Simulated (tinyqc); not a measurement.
From results back to parameters: direct gap of a germanium-like layer under biaxial tension. Four cases, with inputs chosen for the exercise.

Problem. A (001) layer under biaxial tension e_par has ezz = -2 (C12/C11) e_par, Ec = Eg + ac tr(e), E(HH) = -P - Q and E(LH) = -P + (Q - Dso + sqrt(Dso^2 + 2 Dso Q + 9 Q^2))/2 with P = -av tr(e), Q = -b (e_par - ezz). The transition from the light-hole edge is given.

Case 1.

Values chosen (near those of Ge, gaps at low temperature; the results hold for these values, not for the real material): Eg = 0.88 eV (gap at Gamma to the s-like level); Dso = 0.294 eV (spin-orbit splitting); ac = -8.2 eV (conduction deformation potential); av = 1.25 eV (valence hydrostatic potential); b = -2.57 eV (tetragonal shear potential); C11 = 127.5 GPa; C12 = 47.7 GPa.

Ec - E(LH) = 0.630547 eV

Case 2.

Values chosen (near those of Ge, gaps at low temperature; the results hold for these values, not for the real material): Eg = 0.887 eV (gap at Gamma to the s-like level); Dso = 0.287 eV (spin-orbit splitting); ac = -8.24 eV (conduction deformation potential); av = 1.23 eV (valence hydrostatic potential); b = -2.59 eV (tetragonal shear potential); C11 = 127.5 GPa; C12 = 48.8 GPa.

Ec - E(LH) = 0.620217 eV

Case 3.

Values chosen (near those of Ge, gaps at low temperature; the results hold for these values, not for the real material): Eg = 0.912 eV (gap at Gamma to the s-like level); Dso = 0.29 eV (spin-orbit splitting); ac = -8.13 eV (conduction deformation potential); av = 1.25 eV (valence hydrostatic potential); b = -2.6 eV (tetragonal shear potential); C11 = 127.3 GPa; C12 = 49.1 GPa.

Ec - E(LH) = 0.879174 eV

Case 4.

Values chosen (near those of Ge, gaps at low temperature; the results hold for these values, not for the real material): Eg = 0.909 eV (gap at Gamma to the s-like level); Dso = 0.287 eV (spin-orbit splitting); ac = -8.17 eV (conduction deformation potential); av = 1.23 eV (valence hydrostatic potential); b = -2.58 eV (tetragonal shear potential); C11 = 131 GPa; C12 = 48.7 GPa.

Ec - E(LH) = 0.794100 eV

Find: e_par; Ec - E(HH).

Solution. Ec - E(LH) falls steadily with tension, so bisection between 0 and 4 % gives the only root; then Ec - E(HH) = Eg + (ac - av) tr(e) + Q.

Case 1.

e_par = 1.400 %
Ec - E(HH) = 0.7773 eV

Case 2.

e_par = 1.490 %
Ec - E(HH) = 0.7809 eV

Case 3.

e_par = 0.200 %
Ec - E(HH) = 0.8982 eV

Case 4.

e_par = 0.670 %
Ec - E(HH) = 0.8600 eV

Computed by tinyqc, one run a case: `OMP_NUM_THREADS=1 python tinyqc.py N N+1 out.jsonl` with N = 1051335, 1051339, 1051345, 1051375; one thread of a shared Intel(R) Xeon(R) Processor @ 2.30GHz, about 0.01 s a run at most.
